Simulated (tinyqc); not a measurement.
## Stress and current directions compared

A cubic crystal with three pairs of conduction valleys along x, y and z; non-degenerate electrons, one relaxation time, masses unchanged. Stress s_ij = X a_i a_j with a the unit vector along the stress; strain e_ii = s11 s_ii + s12 (s_jj + s_kk), e_ij = s44 s_ij/2. Valley shift dE = Xu (n.e.n - trace(e)/3) with n the valley axis; share f proportional to exp(-dE/Vt). Inverse mass along the current d: (n.d)^2/ml + (1 - (n.d)^2)/mt; mu/mu0 = sum f (1/m) over the plain mean of 1/m. Rows: direction of the stress, of size |X|; columns: direction of the current and sign.

Values chosen for this exercise; values close to those of silicon:
```
symbol,value,unit,meaning
T,325,K,temperature
s11,7.9,1/TPa,compliance
s12,-2.09,1/TPa,compliance
s44,12.6,1/TPa,compliance
Xu,9.06,eV,shear deformation potential
ml,0.919,m0,longitudinal mass
mt,0.189,m0,transverse mass
X,97,MPa,uniaxial stress (tension positive)
```

Constants: q = 1.602176634e-19 C, kB = 1.380649e-23 J/K, Vt = kB T/q. Results are converted to the units shown.

mu/mu0:

|  | I [100], tension | I [100], compression | I [110], tension | I [110], compression |
|---|---|---|---|---|
| [100] | 1.071 | 0.9213 | 1.018 | 0.9803 |
| [110] | 1.019 | 0.9817 | 1.019 | 0.9817 |
| [001] | 0.9645 | 1.039 | 0.9645 | 1.039 |
| [111] | 1.000 | 1.000 | 1.000 | 1.000 |

The largest gain, 1.07, is for stress along [100], tension, current along [100]; the largest loss, 0.921, for [100], compression, current along [100]. Entries equal to one are cases in which the valleys are not split or have equal mass along the current.

Computed by the program tinyqc: `OMP_NUM_THREADS=1 python tinyqc.py 2530086 2530087 out.jsonl`, one thread of a shared Intel Xeon 2.30GHz, about 0.01 s for the whole run.
